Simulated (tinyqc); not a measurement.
## Bandgap voltage reference from two bipolar transistors: effect of the output resistor at T0

Two transistors of area 1 and N carry the same current I. Is(T) = Is (T/T0)^eta exp[(Vg0 q/kB)(1/T0 - 1/T)], VBE1 = Vt ln(I/Is(T)) + I rb, VBE2 = Vt ln(I/(N Is(T))) + I rb/N. The amplifier forces I R1(T) = VBE1 - VBE2 + Vos, with R(T) = R (1 + tc (T - T0)) for both resistors, and the output is Vref = VBE1 + I R2(T). Base currents and the Early effect are neglected.

Vt = kB T/q; I = (Vt ln N + Vos)/(R1(T) - rb (1 - 1/N)). Box coefficient: span of Vref between 233 and 398 K over its average over T and over 165 K. The last column is the R2 that gives zero slope at T0.

Values chosen for this exercise; values of the order met in silicon bipolar transistors:

| symbol | value | unit | meaning |
|---|---|---|---|
| T0 | 298 | K | reference temperature |
| Vg0 | 1.156 | V | band-gap voltage extrapolated to 0 K |
| eta | 4.3 |  | temperature exponent of the saturation current |
| Is | 6.2e-16 | A | saturation current of the unit transistor at T0 |
| N | 4 |  | area ratio of the second transistor |
| R1 | 8.3 | kohm | resistor across which the difference of VBE falls, at T0 |
| tc | 0 | ppm/K | temperature coefficient of both resistors |
| Vos | 0 | mV | offset of the amplifier |
| rb | 140 | ohm | series resistance of the unit transistor |

Constants: q = 1.602176634e-19 C, kB = 1.380649e-23 J/K. Results are converted to the units shown.

Result of one run:

| I at T0 (uA) | Vref at T0 (V) | slope at T0 (uV/K) | box coefficient (ppm/K) | R2 for zero slope (kohm) |
|---|---|---|---|---|
| 4.344 | 1.188 | -177.3 | 160.7 | 151.5 |

Which output resistor at T0 R2 gave this result: 139.3, 143.9, 151.5, 159 or 163.6 kohm?

R2 = 139.3 kohm.

The whole series:

| R2 (kohm) | I at T0 (uA) | Vref at T0 (V) | slope at T0 (uV/K) | box coefficient (ppm/K) | R2 for zero slope (kohm) |
|---|---|---|---|---|---|
| 139.3 | 4.344 | 1.188 | -177.3 | 160.7 | 151.5 |
| 143.9 | 4.344 | 1.208 | -110.3 | 102.3 | 151.5 |
| 148.4 | 4.344 | 1.227 | -44.68 | 48.34 | 151.5 |
| 151.5 | 4.344 | 1.241 | 0.5058 | 20.84 | 151.5 |
| 154.5 | 4.344 | 1.254 | 44.24 | 29.67 | 151.5 |
| 159 | 4.344 | 1.273 | 109.8 | 76.06 | 151.5 |
| 163.6 | 4.344 | 1.293 | 176.9 | 126.6 | 151.5 |

As R2 goes from 139.3 to 163.6, Vref rises from 1.188 to 1.293 V and the box coefficient goes from 161 through a minimum of 20.8 (at R2 = 151.5 among the rows listed) to 127 ppm/K. One per cent in R2 moves the slope by 22.1 uV/K.

tinyqc, about 0.02 s, one thread, Intel Xeon 2.30GHz (shared host): `OMP_NUM_THREADS=1 python tinyqc.py 2062130 2062131 out.jsonl`
